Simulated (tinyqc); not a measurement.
Inside a calculation. Model: two-diode model of a solar cell.

tinyqc, about 0.02 s, one thread, Intel Xeon 2.30GHz (shared host): `OMP_NUM_THREADS=1 python tinyqc.py 2280133 2280134 out.jsonl` Printed values are rounded.

J is the current delivered and Vj = V + J Rs the junction voltage. J = X JL - J01 (exp(Vj/(n1 Vt)) - 1) - J02 (exp(Vj/(2 Vt)) - 1) - Vj/Rp. The photocurrent does not depend on voltage.

Inputs (values chosen for the exercise); values of the order met in cells of silicon:
```
symbol,value,unit,meaning
T,348,K,temperature
JL,41.4,mA/cm^2,photocurrent at one sun
X,1,suns,concentration
J01,6.1e-10,A/cm^2,saturation current of the first diode
n1,1,,ideality factor of the first diode
Rs,0.16,ohm cm^2,series resistance
Rp,90000,ohm cm^2,shunt resistance
Pin,100,mW/cm^2,incident power at one sun
J02,1.1e-7,A/cm^2,saturation current of the second diode (ideality 2)
```

Constants: q = 1.602176634e-19 C, kB = 1.380649e-23 J/K, Vt = kB T/q. Results are converted to the units shown.

## Starting value

Vj = n1 Vt ln(X JL/J01), the open-circuit voltage of the J01 term alone.

Vj at the start = 0.540782 V

## Iteration 1: new Vj

Open circuit: J(Vj) = 0. G = -dJ/dVj = J01 exp(Vj/(n1 Vt))/(n1 Vt) + J02 exp(Vj/(2 Vt))/(2 Vt) + 1/Rp. Vj(new) = Vj + J/G.

J = -0.912106 mA/cm^2
G = 1.39566 S/cm^2
Vj after iteration 1 = 0.540128 V

## Iteration 2: new Vj

As before.

J = -0.00981360 mA/cm^2
G = 1.36573 S/cm^2
Vj after iteration 2 = 0.540121 V

## Iteration 3: new Vj

As before.

J = -1.16920e-6 mA/cm^2
G = 1.36541 S/cm^2
Vj after iteration 3 = 0.540121 V

## Course of the iteration

Stop when the step is below 1e-10 V, or after 80 iterations.

Course of the iteration:
```
iteration,Vj before the step (V),step (V)
1,0.540782,-6.54e-4
2,0.540128,-7.19e-6
3,0.540121,-8.56e-10
4,0.540121,0
```

Converged in 4 iterations.

## Figures of merit

Jsc at V = 0, Voc at J = 0, the maximum power point where J (1 + 2 Rs G) = G Vj with G = -dJ/dVj; FF = Vmp Jmp/(Voc Jsc); efficiency Vmp Jmp/(X Pin). Empirical fill factor without parasitics FF0 = (v - ln(v + 0.72))/(v + 1), v = Voc/(n1 Vt).

Jsc = 41.3999 mA/cm^2
Voc = 0.540121 V
Vmp = 0.450407 V
Jmp = 38.6733 mA/cm^2
FF = 0.778978
efficiency = 17.4187 %
FF0 = 0.793269

FF is 1.8 % below FF0. Removing one loss at a time changes the efficiency by: series resistance +0.24, second diode +0.10, shunt +0.00 points.
